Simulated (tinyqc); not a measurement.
Inside a calculation: effective mass of the conduction band from tabulated energies. Values are carried at full precision from step to step, so a last printed digit may differ when a step is redone from the rounded ones.

c = hbar^2/2m0. A uniform scatter of up to 0.3 meV has been added to mimic numerical noise.
Constants: hbar^2/2m0 = 3.80998211 eV angstrom^2.

## Finite differences

Energies along [100], from the band edge:
```
k (1/angstrom)  E (meV)
0.00000          0.0000
0.00290          0.9573
0.00580          5.0424
0.00870         10.3873
0.01160         18.7791
0.01450         28.2228
0.01740         39.8823
0.02030         52.2205
0.02320         66.3243
```

reference mass (curvature of the model at k = 0.0001 1/angstrom) = 0.02630 m0

The band is even in k. m = c k^2/E(k) from the points 1, 2, 4 (k = 0 is point 0); Richardson from points 1 and 2: c/m = [16 E(k1) - E(k2)]/(12 k1^2).

m from points 1, 2, 4 (m0): [0.03347, 0.02542, 0.02730]

m by Richardson = 0.03742 m0

Errors against the reference: +27.27, -3.35 and +3.80 % and +42.29 %. The extrapolation does not help: a scatter of 0.3 meV is 31 % of the first energy, and the formula weights that point by 4/3.

## Least squares over all points

Fit E = a k^2 (a = sum k^2 E/sum k^4), then E = a k^2 + b k^4 from the normal equations; E in eV; m = c/a.

sums of k^4, k^6, k^8: [6.2043e-07, 2.6586e-10, 1.2348e-13]

sums of k^2 E, k^4 E: [7.8717e-05, 3.3391e-08]

a, one term = 126.88 eV angstrom^2

a and b, two terms: [142.2, -3.568e+04]

m, one and two terms (m0): [0.03003, 0.02680]

The parabola over all points errs by +14.2 % because the weights k^4 favour the outer points; the second term brings the error to +1.9 %.

## The non-parabolic form

E (1 + alpha E) = c k^2/m means that y = c k^2/E is a straight line in E with intercept m and slope m alpha. Fit the line by unweighted least squares over points 1 to 8, E in eV.

y (m0): [0.03347, 0.02542, 0.02776, 0.02730, 0.02838, 0.02892, 0.03007, 0.03092]

m = 0.02833 m0
alpha = 0.891 1/eV

The intercept errs by +7.72 %. The scatter of the first points, divided by small energies, tilts an unweighted line. The model has Eg = 0.419 eV, and for two bands alpha is near 1/Eg = 2.39 1/eV.

## Checks

- Two-term fit by normal equations against a least-squares routine: both 142.164.

(tinyqc, `OMP_NUM_THREADS=1 python tinyqc.py 1880242 1880243 out.jsonl`, Intel(R) Xeon(R) Processor @ 2.30GHz, 1 thread, shared host, about 0.01 s.)
